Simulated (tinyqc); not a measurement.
Thermal stress and diffusional relaxation in a metal film: Coble and Nabarro-Herring creep, cooling and holds: one step, computed by the program tinyqc.

A thin film on a rigid substrate is stress-free at T0. Tension is positive and the film creeps linearly: d sigma/dt = -M (mismatch) dT/dt - sigma/tau.

Task: Creep at the hold temperature. Creep rate per stress: Nabarro-Herring 14 D Omega/(k_B T d^2), Coble (14 pi) delta D_b Omega/(k_B T d^3), with D = D0 exp(-E/(k_B T)), delta D_b = (delta D_b)0 exp(-E_b/(k_B T)); 1/tau = M x (sum of both)/2 (biaxial strain rate is half the uniaxial one). Temperatures in kelvin are T(C) + 273.15. sigma(t) = sigma_0 exp(-t/tau), relaxed part sigma_0 - sigma(t); the grain size where both mechanisms are equal is pi delta D_b/D.

Inputs (values chosen for the exercise, modelled on copper films on silicon):
```
quantity                           value        unit
biaxial modulus M                    184         GPa
atomic volume Omega                 11.8  angstrom^3
lattice prefactor D0               2e-05       m^2/s
lattice energy E                    2.07          eV
boundary prefactor (delta D_b)0  5.2e-15       m^3/s
boundary energy E_b                 1.04          eV
grain size d                        0.37          um
stress-free temperature T0           300           C
hold temperature T                   240           C
hold time t                        0.011           h
```

stress after a quench sigma_0 = 151.248 MPa

Constants: k_B = 1.380649e-23 J/K; k_B = 8.617333262e-05 eV/K.

Give: Nabarro-Herring rate; Coble rate; relaxation time tau; stress after the hold; stress relaxed during the hold; crossover grain size.

Result:

Nabarro-Herring rate = 1.5933e-20 1/(Pa s)

Coble rate = 4.5933e-13 1/(Pa s)

relaxation time tau = 0.0065734 h

stress after the hold = 28.375 MPa

stress relaxed during the hold = 122.87 MPa

crossover grain size = 1.0666e+07 um

Coble creep is 2.9e7 times as fast as Nabarro-Herring creep at this grain size. The crossover size is formal, far above any film grain. Caution: bulk creep laws overstate relaxation in a bonded film, where the substrate constrains boundary diffusion, and dislocation glide is left out.
